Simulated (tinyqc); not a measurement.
# Small-signal admittance of a forward-biased p+-n diode: effects of single changes

Holes injected into a neutral base of width wb with an ohmic contact at its end; low injection, p0 far above the equilibrium density. A small voltage v exp(i w t), w = 2 pi f, modulates the edge density by p0 v/Vt, and the small-signal density obeys Dp d2p/dx2 = (1/tau + i w) p.

Parameters, values chosen for the exercise; permittivity close to that of silicon:
- T = 275 K (temperature)
- eps_r = 11.7 (relative permittivity)
- Nd = 3.9e15 cm^-3 (donor density of the base)
- Dp = 5.8 cm^2/s (hole diffusion coefficient)
- tau = 1e-7 s (hole lifetime)
- wb = 20 um (width of the neutral base)
- p0 = 3.9e12 cm^-3 (excess hole density at the junction edge)
- Na = 2e19 cm^-3 (acceptor density of the p+ side)
- Rs = 0.019 ohm cm^2 (series resistance)
- f = 6e6 Hz (signal frequency)

Constants: q = 1.602176634e-19 C, kB = 1.380649e-23 J/K, Vt = kB T/q, eps0 = 8.8541878128e-14 F/cm where lengths are in cm. Results are converted to the units shown.

Each table varies one quantity; the others keep the values above.

## Admittance against frequency

L = sqrt(Dp tau); direct current J = (q Dp p0/L) coth(wb/L); k = sqrt(1 + i w tau)/L; diffusion admittance Y = (q Dp p0/Vt) k coth(k wb) = G + i w C_diff; junction capacitance C_j = sqrt(q eps0 eps_r Nd/(2 Vr)) in the depletion approximation, with the remaining barrier Vr = Vt ln(Na/p0), a rough value under forward bias; base-width modulation is left out. Measured admittance 1/[Rs + 1/(Y + i w C_j)].

The same in every row: C_j (uF/cm^2) = 0.02973.

Admittance against frequency:
```
f (Hz),w tau,G (S/cm^2),C_diff (uF/cm^2),measured G (S/cm^2),measured C (uF/cm^2),phase of the measured Y (degrees)
5000,0.003142,0.2029,0.009588,0.2021,0.03902,0.3474
20000,0.01257,0.2029,0.009588,0.2021,0.03902,1.389
90000,0.05655,0.2030,0.009586,0.2022,0.03902,6.227
4e5,0.2513,0.2041,0.009546,0.2035,0.03897,25.70
2e6,1.257,0.2283,0.008731,0.2316,0.03813,64.20
7e6,4.398,0.3335,0.006049,0.3775,0.03530,76.33
3e7,18.85,0.6330,0.003185,1.322,0.03171,77.53
1e8,62.83,1.135,0.001777,7.262,0.02659,66.51
5e8,314.2,2.521,7.998e-4,40.15,0.006909,28.39
```

What does the table show?

G starts at J/Vt = 0.203 S/cm^2 and C_diff at (J tau/(2 Vt))(1 - 2 x/sinh 2x) = 0.00959 uF/cm^2, x = wb/L = 2.63. Between the last two rows G goes as f^(0.50) and C_diff as f^(-0.50); the limits are 1/2 and -1/2, reached when the signal penetrates only sqrt(Dp/w). The measured C is 0.77 % below C_diff + C_j in the first row and 77 % below it in the last, the difference being due to Rs.

## Effect of the hole lifetime

Same model as above.

The same in every row: C_j (uF/cm^2) = 0.02973.

Results:
```
tau (s),w tau,G (S/cm^2),C_diff (uF/cm^2),measured G (S/cm^2),measured C (uF/cm^2),phase of the measured Y (degrees)
1e-9,0.03770,2.008,0.001004,1.957,0.02850,28.77
2e-8,0.7540,0.4765,0.004231,0.5025,0.03334,68.21
1e-7,3.770,0.3145,0.006418,0.3473,0.03570,75.53
5e-7,18.85,0.2836,0.007122,0.3181,0.03643,76.96
2e-6,75.40,0.2781,0.007263,0.3130,0.03658,77.21
1e-5,377.0,0.2766,0.007301,0.3116,0.03662,77.28
```

Estimate the missing row, tau = 5e-9 s.

Computed row:
```
tau (s),w tau,G (S/cm^2),C_diff (uF/cm^2),measured G (S/cm^2),measured C (uF/cm^2),phase of the measured Y (degrees)
5e-9,0.1885,0.9020,0.002235,0.9130,0.03088,51.90
```

With this row back in the table: As tau goes from 1e-9 to 1e-5, G falls from 2.01 to 0.277 S/cm^2, C_diff rises from 0.00100 to 0.00730 uF/cm^2 and the measured C rises from 0.0285 to 0.0366 uF/cm^2. C_diff stays below C_j.

Numbers from tinyqc (`OMP_NUM_THREADS=1 python tinyqc.py 2890129 2890130 out.jsonl`; about 0.01 s on one thread of a shared Intel Xeon 2.30GHz).
